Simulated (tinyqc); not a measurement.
Fermi-level pinning from two metals.

Question. Cowley-Sze model with the space charge neglected: phiB = S (phiM - chi) + (1 - S)(Eg - phi0), S = 1/(1 + q Dit dl/(eps0 ei)), dl in cm. Find S, phi0 and Dit.

Values chosen for this exercise; band and dielectric values close to those of cadmium telluride: band gap Eg = 1.51 eV; electron affinity chi = 4.34 eV; thickness of the interfacial layer dl = 0.5 nm; relative permittivity of the interfacial layer ei = 3.9.

Constants: q = 1.602176634e-19 C, eps0 = 8.8541878128e-14 F/cm where lengths are in cm. Results are converted to the units shown.

barriers for metals with phiM = 4.81 and 5.25 eV (eV): [0.50764985, 0.87235015]

Solution. S is the slope of phiB against phiM; either barrier then gives phi0, and S gives Dit.

S = 0.8289
phi0 = 0.8200 eV
Dit = 8.900e12 cm^-2 eV^-1

Numbers from tinyqc (`OMP_NUM_THREADS=1 python tinyqc.py 2020169 2020170 out.jsonl`; about 0.05 s on one thread of a shared Intel Xeon 2.30GHz).
